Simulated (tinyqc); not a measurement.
Inside a calculation. Method: Ewald sum of point charges, zinc blende, strained along z by a factor 1.17, lattice. Computed by tinyqc, a small Python program that keeps every step. Command: `OMP_NUM_THREADS=1 python tinyqc.py 31779 31780 out.jsonl` (the two numbers bound the seeds that draw the settings). One thread of a shared host (Intel(R) Xeon(R) Processor @ 2.60GHz), about 0.03 s of CPU time with the checks.

## Ewald sum with eta = 0.323 1/bohr

cell vectors (rows) (bohr):
```
          1         2         3
1  0.000000  5.860000  6.856000
2  5.860000  0.000000  6.856000
3  5.860000  5.860000  0.000000
```

Charges:

| q | f1 | f2 | f3 |
|---|---|---|---|
| 2.000000 | 0.000000 | 0.000000 | 0.000000 |
| -2.000000 | 0.250000 | 0.250000 | 0.250000 |

Real space: 1/2 sum q_i q_j erfc(eta r)/r over all images with r > 0; reciprocal space: (2 pi/V) sum_(G != 0) exp(-G^2/4 eta^2)/G^2 |S(G)|^2 with S(G) = sum q exp(i G.r); self term -eta/sqrt(pi) sum q^2; background -pi Q^2/(2 V eta^2), Q the total charge.

Real-space shells (first ones):

| r (bohr) | pairs | sum (hartree) |
|---|---|---|
| 5.377823 | 8 | -0.041736 |
| 8.287291 | 8 | 0.000296 |
| 9.019109 | 16 | 0.000135 |
| 9.879281 | 16 | -0.000021 |
| 11.087401 | 8 | -5.91e-07 |
| 11.720000 | 8 | 1.18e-07 |
| 12.894936 | 8 | -4.78e-09 |
| 13.712000 | 4 | 2.20e-10 |
| 13.842314 | 16 | -5.93e-10 |
| 14.788602 | 32 | 6.17e-11 |
| 15.328359 | 16 | 0 |
| 16.021802 | 16 | 0 |

Reciprocal shells (first ones that count):

| G^2 (1/bohr^2) | vectors | sum (hartree) |
|---|---|---|
| 0.784794 | 8 | 0.165953 |
| 0.839882 | 2 | 0.067946 |
| 1.149647 | 4 | 0.047258 |
| 2.464557 | 8 | 0.000944 |
| 3.084088 | 16 | 0.000342 |
| 3.139176 | 8 | 0.000294 |
| 4.509174 | 8 | 0.000008 |
| 4.763851 | 16 | 3.95e-06 |
| 5.383382 | 8 | 3.96e-07 |
| 5.438470 | 8 | 6.88e-07 |
| 5.748235 | 8 | 3.10e-07 |
| 5.824084 | 8 | 1.27e-07 |

## The total does not depend on eta

The same sums for other eta.

Totals (hartree per cell):

| eta | real | reciprocal | self | background | total |
|---|---|---|---|---|---|
| 0.323000 | -0.041327 | 0.282750 | -1.457866 | 0.000000 | -1.21644244 |
| 0.396000 | -0.007720 | 0.578630 | -1.787353 | 0.000000 | -1.21644244 |
| 0.541000 | -0.000115 | 1.225486 | -2.441813 | 0.000000 | -1.21644244 |

shortest distance = 5.377823 bohr

Madelung constant -E d / (formula units |q+ q-|) = 1.635453
